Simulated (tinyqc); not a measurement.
# Thermal RC ladder, step response: time step and accuracy

A ladder of 3 nodes: R_i joins node i to node i + 1, the last R to the ambient; C_i is the heat capacity of node i; theta is the rise above ambient, zero at t = 0. d theta/dt = -A theta + b with b = (Pw/C_1, 0, ...), times in ms.

A = C^(-1) K, K_ii = 1/R_(i-1) + 1/R_i (no first term for node 1), K_(i,i+1) = K_(i+1,i) = -1/R_i. The time constants tau_k are the inverse eigenvalues of A; the rise of node 1 per watt is Z(t) = sum_k r_k (1 - exp(-t/tau_k)), with r_k = v_k1^2 tau_k/C_1 and v_k the unit eigenvectors of C^(-1/2) K C^(-1/2). Both schemes run from t = 0 to 0.24 ms in M equal steps dt: explicit, theta(new) = theta + dt (b - A theta); implicit, (1 + dt A) theta(new) = theta + dt b. Errors of node 1 are against Pw Z; tau_1 is the shortest time constant.

Values chosen for this exercise: resistances, junction to ambient R = [0.16, 0.14, 1.5] K/W; heat capacities of the nodes C = [0.48, 2.3, 15] mJ/K; power at node 1 from t = 0 Pw = 19 W.

Result of one run:

| dt/tau_1 | error, explicit (%) | error, implicit (%) |
|---|---|---|
| 0.2460 | 1.096 | -1.145 |

Which number of steps M gave this result: 3, 8, 16, 32 or 128?

M = 16.

The whole series:

| M | dt/tau_1 | error, explicit (%) | error, implicit (%) |
|---|---|---|---|
| 2 | 1.968 | -41.14 | -9.220 |
| 3 | 1.312 | 6.423 | -6.225 |
| 4 | 0.9838 | 3.801 | -4.674 |
| 8 | 0.4919 | 2.111 | -2.317 |
| 16 | 0.2460 | 1.096 | -1.145 |
| 32 | 0.1230 | 0.5560 | -0.5682 |
| 64 | 0.06149 | 0.2797 | -0.2828 |
| 128 | 0.03074 | 0.1403 | -0.1410 |

With 2 steps the errors are -41 % (explicit) and -9.2 % (implicit), with 128 steps 0.14 and -0.14 %. The last doubling divides them by 2.0 and 2.0: both schemes are of first order, with errors of opposite sign. The explicit scheme is stable only for dt < 2 tau_1, and the first row, at 1.97, sits next to that limit, so its error does not follow the trend.

Computed by the program tinyqc: `OMP_NUM_THREADS=1 python tinyqc.py 2520115 2520116 out.jsonl`, one thread of a shared Intel Xeon 2.30GHz, about 0.01 s for the whole run.
